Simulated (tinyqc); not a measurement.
Speed against selectivity over temperature: anisotropic wet etching of Si(100): plane rates, V-grooves, membranes and undercut. Computed by tinyqc, a small Python program. Command: `OMP_NUM_THREADS=1 python tinyqc.py 3018934 3018935 out.jsonl wetetch walk`. One thread of a shared host (Intel(R) Xeon(R) Processor @ 2.30GHz), about 0.01 s of CPU time with the checks.

A long slot opens the mask on a (100) wafer. The floor etches at R100; (111) walls stand at theta = arctan(sqrt2) = 54.7356 degrees to the surface and recede at R111 along their normal.

Inputs (values chosen for the exercise, close to those used for potassium hydroxide solutions): prefactor k0 of the (100) rate = 5.7e+08 um/min; activation energy of (100), E = 0.6 eV; ratio (100)/(111) at 80 C = 85; extra energy of (111), dE = 0.1 eV; ratio (100)/oxide at 80 C = 190; extra energy of the oxide, dE_ox = 0.29 eV; misalignment of the mask = 0.5 degrees; wafer thickness d = 380 um; membrane thickness wanted = 7.6 um.

Constants: k_B = 8.617333262e-05 eV/K.

Method:
- R100 = k0 exp(-E/(k_B T)); a ratio given at 80 C scales as exp[(extra energy/k_B)(1/T - 1/353.15 K)]; R111 and R_ox follow by division.
- Temperatures in kelvin are T(C) + 273.15.
- Each row etches to the depth d - membrane; undercut per side = (R111/sin(theta) + R100 sin(misalignment)) x time.

Etching to a fixed depth:
```
T (C)  R100 (um/min)  R100/R111  time (h)  undercut (um)  oxide consumed (nm)
30            0.0604     146.15    102.76         6.3705                407.1
40            0.1258     129.33     49.35         6.7763                580.3
50            0.2503     115.32     24.80         7.2048                809.2
60            0.4778     103.54     12.99         7.6549               1106.1
70            0.8786      93.54      7.06         8.1256               1484.7
80            1.5607      85.00      3.98         8.6156               1960.0
90            2.6860      77.65      2.31         9.1238               2548.1
100           4.4901      71.27      1.38         9.6490               3266.4
```

What does the comparison show, and why?

From 30 to 100 C the time falls by a factor 74.3, while the oxide loss grows by 8.02 and the undercut by 1.51: the slower planes and the mask have the higher activation energies, so heat costs selectivity. Misalignment gives 3.25 um of the undercut at any T.
